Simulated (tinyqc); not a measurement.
Propagation of a band-gap error through k.p and effective-mass formulas: one step. Far from the edge the relative error shrinks. Three cases, with inputs chosen for the exercise.

Problem. Two-level dispersion E(k) = sqrt(E^2/4 + Ep c k^2) - E/2 at k/4, k, 4k for both gaps, c = hbar^2/2m0.

Constants: hbar^2/2m0 = 3.80998211 eV angstrom^2.

Give: Energies above the edge.

Case 1.

Values chosen (reference values near those of InSb, gap at low temperature; the results hold for these values, not for the real material): Eg = 0.236 eV (gap at Gamma to the s-like level); Eg2 = 0.271 eV (a wrong gap, of the size a hybrid functional can give); Ep = 23 eV (Kane energy); k = 0.031 1/angstrom (wave vector).

Solution.

Energies above the edge:
```
k (1/angstrom)  at Eg (eV)  at Eg2 (eV)  ratio
0.00775             0.0205       0.0182  0.887
0.03100             0.1953       0.1848  0.946
0.12400             1.0488       1.0332  0.985
```

The ratio tends to Eg/Eg2 = 0.87 at k = 0 and goes from 0.887 to 0.985: at large k both curves approach the same slope sqrt(Ep c), while their distance in eV grows towards |Eg - Eg2|/2.

Case 2.

Values chosen (reference values near those of GaAs, gap at low temperature; the results hold for these values, not for the real material): Eg = 1.501 eV (gap at Gamma to the s-like level); Eg2 = 0.555 eV (a wrong gap, of the size a semi-local functional can give); Ep = 25.7 eV (Kane energy); k = 0.037 1/angstrom (wave vector).

Solution.

Energies above the edge:
```
k (1/angstrom)  at Eg (eV)  at Eg2 (eV)  ratio
0.00925             0.0056       0.0147  2.644
0.03700             0.0845       0.1819  2.152
0.14800             0.8951       1.2131  1.355
```

The ratio tends to Eg/Eg2 = 2.70 at k = 0 and goes from 2.644 to 1.355: at large k both curves approach the same slope sqrt(Ep c), while their distance in eV grows towards |Eg - Eg2|/2.

Case 3.

Values chosen (reference values near those of CdTe, gap at low temperature; the results hold for these values, not for the real material): Eg = 1.595 eV (gap at Gamma to the s-like level); Eg2 = 0.542 eV (a wrong gap, of the size a semi-local functional can give); Ep = 18.5 eV (Kane energy); k = 0.038 1/angstrom (wave vector).

Solution.

Energies above the edge:
```
k (1/angstrom)  at Eg (eV)  at Eg2 (eV)  ratio
0.00950             0.0040       0.0115  2.889
0.03800             0.0614       0.1476  2.402
0.15200             0.7073       1.0336  1.461
```

The ratio tends to Eg/Eg2 = 2.94 at k = 0 and goes from 2.889 to 1.461: at large k both curves approach the same slope sqrt(Ep c), while their distance in eV grows towards |Eg - Eg2|/2.

Computed by tinyqc, one run a case: `OMP_NUM_THREADS=1 python tinyqc.py N N+1 out.jsonl` with N = 1880484, 1880503, 1880723; one thread of a shared Intel(R) Xeon(R) Processor @ 2.30GHz, about 0.01 s a run at most.
